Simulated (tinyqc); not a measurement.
Inside a calculation: charge neutrality level from zone-averaged pseudopotential bands. Values are carried at full precision from step to step, so a last printed digit may differ when a step is redone from the rounded ones.

Empirical pseudopotential on the fcc lattice, atoms at +/- tau, tau = a (1,1,1)/8, no spin-orbit coupling. H(G,G') = c (2 pi/a)^2 |k + G|^2 delta + VS(q) cos(q.tau) + i VA(q) sin(q.tau), q = G - G', c = hbar^2/2m0; k and G in units of 2 pi/a; VS at |q|^2 = 3, 8, 11 and VA at 3, 4, 11, in rydberg, zero elsewhere. At each k the basis holds all G with |k + G|^2 up to 16; energies are counted from the fourth level at Gamma.

Mesh: k = sum_i (n_i + 1/2)/N b_i, n_i = 0 ... N - 1, b = (-1,1,1), (1,-1,1), (1,1,-1); points with the same sorted |kx|, |ky|, |kz| after folding to the shortest k + G are joined, with their count as weight. Neutrality (branch-point) level: E_N = (1/2) mean over k of [E5 + (E3 + E4)/2], E_n the n-th level from below.

Constants: hbar^2/2m0 = 3.80998211 eV angstrom^2; Ry = 13.60569312 eV.

Parameters, chosen for this exercise (classic local form factors of the size used for InP, without spin-orbit coupling; not measured data): a = 5.875 angstrom (lattice constant); VS = (-0.234, 0.01, 0.059) Ry (symmetric form factors); VA = (0.071, 0.049, 0.009) Ry (antisymmetric form factors); mesh = 3 (points along each reciprocal vector).

## Levels on the mesh

Diagonalise at each joined point.

Levels (eV):
```
kx          ky      kz  weight       E3       E4      E5      E6
0.1667  0.1667  0.1667       2  -0.2401  -0.2401  2.6135  5.0216
0.5000  0.1667  0.1667       6  -1.2756  -1.0831  3.2994  4.6653
0.5000  0.5000  0.1667       6  -2.0382  -0.8218  3.3216  5.1340
0.5000  0.5000  0.5000       1  -0.7849  -0.7849  1.9917  5.1177
0.8333  0.1667  0.1667       6  -2.3733  -1.6909  2.7097  4.0165
0.8333  0.5000  0.1667       6  -2.6926  -1.7302  4.4067  4.7432
```

## Gaps

Level 5 at Gamma, at the lowest of (f,0,0) with f = 0.8, 0.85, 0.9, 1, and at (1/2,1/2,1/2).

gaps to Gamma, Delta/X, L (eV): [1.5583, 2.3264, 1.9917]

## The neutrality level

Energies are counted from the valence top at Gamma. E_N = (1/2) weighted mean of [E5 + (E3 + E4)/2]. Compare with half the smallest indirect gap, min(Delta/X, L)/2, and give the barrier for electrons in the limit of full pinning, min(gaps) - E_N.

mean of E5 = 3.3201 eV
mean of (E3 + E4)/2 = -1.5697 eV
E_N = 0.8752 eV
half the indirect gap = 0.9958 eV
pinned barrier for electrons = 0.6831 eV

E_N lies at 56 % of the gap from the valence top. The two estimates differ by 0.12 eV; both rules are good to a few tenths of an eV only, so a position within that distance of a band edge or of mid-gap is not settled. Local form factors place the indirect gaps only to a few tenths of an eV, and E_N moves with them. Spin-orbit coupling, left out, would lift the valence top by a third of its splitting.

## Checks

- Sum of the weights against N^3: both 27.

tinyqc: `OMP_NUM_THREADS=1 python tinyqc.py 1880112 1880113 out.jsonl`; about 0.09 s, one thread, shared Intel(R) Xeon(R) Processor @ 2.30GHz.
